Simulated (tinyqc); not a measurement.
# Haynes-Shockley experiment: drift, diffusion and decay of a minority-carrier pulse, step by step

A worked calculation. Computed by tinyqc, a small Python program that keeps every step. Command: `OMP_NUM_THREADS=1 python tinyqc.py 3112609 3112610 out.jsonl haynes walk`. One thread of a shared host (Intel(R) Xeon(R) Processor @ 2.30GHz), about 0.01 s of CPU time with the checks. Intermediate numbers are printed to about 5 digits and carried at full precision; extremes and crossings named in words are read from the listed rows.

A thin sheet of excess carriers is made at x = 0, t = 0 in a long uniform bar; injection is low, so the pulse moves with the minority mobility.

Inputs (values chosen for the exercise, modelled on holes in n-type silicon in a lightly doped bar): minority mobility mu = 451 cm^2/(V s); lifetime tau = 35 microsecond; temperature T = 250 K; field F = 19 V/cm; distance d to the collector = 0.76 cm; second distance d2 = 1.3 cm; injected sheet density N0 = 1.1e+09 1/cm^2.

Constants: k_B = 8.617333262e-05 eV/K.

## Transport coefficients

D = mu k_B T/e, v = mu F. Transit time d/v, diffusion length sqrt(D tau), drift length v tau, Peclet number v d/D = e F d/(k_B T).

D = 9.7160 cm^2/s

drift velocity v = 8569 cm/s

transit time d/v = 88.692 microsecond

diffusion length = 184.41 micrometre

drift length v tau = 0.299915 cm

Peclet number = 670.28

The pulse must travel 2.53 drift lengths.

## The signal at the collector

dn(x, t) = N0/sqrt(4 pi D t) exp(-(x - v t)^2/(4 D t) - t/tau). At fixed x the signal peaks where d ln(dn)/dt = 0: a t^2 + t/2 - x^2/(4 D) = 0 with a = v^2/(4 D) + 1/tau. The full width at half maximum is found by solving dn(x, t) = peak/2 on both sides of the peak.

time of the peak t_p = 87.898 microsecond

peak density = 8.5015e+08 1/cm^3

width at half maximum = 11.270 microsecond

The peak comes 0.89 % before d/v, since spreading and recombination both weaken the later part of the pulse.

## Shape in time

Times are 0.7, 0.8, 0.9, 0.95, 1, 1.05, 1.1, 1.2 and 1.4 t_p.

Signal at d:
```
t/t_p  t (microsecond)  dn (1/cm^3)     dn/peak
0.70             61.53   3.1670e-01  3.7252e-10
0.80             70.32   1.8321e+05  2.1551e-04
0.90             79.11   1.3024e+08  1.5320e-01
0.95             83.50   5.4518e+08  6.4127e-01
1.00             87.90   8.5015e+08  1.0000e+00
1.05             92.29   5.6875e+08  6.6900e-01
1.10             96.69   1.8321e+08  2.1551e-01
1.20            105.48   3.0593e+06  3.5986e-03
1.40            123.06   3.5575e+00  4.1846e-09
```

At 0.9 and 1.1 t_p the signal is 0.153 and 0.216 of its peak: the trailing side is the wider one.

## Simple reading of the pulse

With w the full width at half maximum: mu = d/(F t_p); D = (w d)^2/(16 ln2 t_p^3); Einstein ratio D/mu against k_B T/e.

apparent mobility = 455.07 cm^2/(V s)

apparent D = 9.7404 cm^2/s

apparent D/mu = 21.404 mV

error of mu = 0.90259 %

error of D = 0.25107 %

The true k_B T/e is 21.54 mV.

## Two distances

Differences remove part of the bias: mu = (d2 - d)/(F (t_p2 - t_p)). The time-integrated signal is A(x) = (N0/u) exp(x (v - u)/(2 D)), u = sqrt(v^2 + 4 D/tau); the simple lifetime is tau = (t_p2 - t_p)/ln(A(d)/A(d2)).

t_p2 = 150.45 microsecond

mobility from two distances = 454.40 cm^2/(V s)

area ratio A(d)/A(d2) = 6.0120

lifetime from areas = 34.869 microsecond

Errors: mobility +0.75 % (one distance +0.90 %), lifetime -0.37 %.

## How the errors depend on the field

With w that width: mu = d/(F t_p); D = (w d)^2/(16 ln2 t_p^3). The field is scaled by the factors listed.

Errors of the simple reading:
```
factor  F (V/cm)   v d/D  v^2 tau/(4 D)  error of mu (%)  error of D (%)
0.5          9.5   335.1           16.5           3.2789         0.49195
0.7         13.3   469.2           32.4           1.7447         0.35613
1.0         19.0   670.3           66.1           0.9026         0.25107
1.5         28.5  1005.4          148.8           0.4350         0.16800
2.5         47.5  1675.7          413.3           0.1806         0.10098
4.0         76.0  2681.1         1058.0           0.0846         0.06314
7.0        133.0  4691.9         3240.2           0.0367         0.03609
```

The error of mu falls from 3.28 to 0.0367 %. For large v d/D it is about D/(v d) + 2 D/(v^2 tau), here 0.0367 % in the last row: one part from spreading, one from recombination.

Checks made by the program: area of the signal against its closed form (relative difference below 1e-10).
